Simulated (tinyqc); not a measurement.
Inside a calculation. Method: Hueckel theory of the pi electrons with the omega technique, for the molecule [CH2+]c1ccccc1 (SMILES; centres numbered as the heavy atoms are written). One step of it, computed by the program tinyqc.

Question. Omega technique, round 1. h_r = h_r(0) + omega q_r, omega = 1, with q_r = z_r - P_rr.

Hueckel matrix in units of beta (H = alpha + beta A), lower triangle:
```
,1C,2C,3C,4C,5C,6C,7C
1C,0.000000
2C,1.000000,0.000000
3C,0.000000,1.000000,0.000000
4C,0.000000,0.000000,1.000000,0.000000
5C,0.000000,0.000000,0.000000,1.000000,0.000000
6C,0.000000,0.000000,0.000000,0.000000,1.000000,0.000000
7C,0.000000,1.000000,0.000000,0.000000,0.000000,1.000000,0.000000
```

charge and bond-order matrix P, lower triangle:
```
,1C,2C,3C,4C,5C,6C,7C
1C,0.428571
2C,0.635034,1.000000
3C,0.285714,0.522554,0.857143
4C,-0.112480,0.000000,0.705037,1.000000
5C,-0.285714,-0.224960,0.142857,0.635034,0.857143
6C,-0.112480,0.000000,-0.294963,0.000000,0.635034,1.000000
7C,0.285714,0.522554,-0.142857,-0.294963,0.142857,0.705037,0.857143
```

Centres:
```
centre,"z_r, pi electrons of the neutral centre",h
1C,1,0.000000
2C,1,0.000000
3C,1,0.000000
4C,1,0.000000
5C,1,0.000000
6C,1,0.000000
7C,1,0.000000
```

Give: matrix after round 1.

Answer.

matrix after round 1, lower triangle:
```
,1C,2C,3C,4C,5C,6C,7C
1C,0.571
2C,1.000,0.000
3C,0.000,1.000,0.143
4C,0.000,0.000,1.000,0.000
5C,0.000,0.000,0.000,1.000,0.143
6C,0.000,0.000,0.000,0.000,1.000,0.000
7C,0.000,1.000,0.000,0.000,0.000,1.000,0.143
```
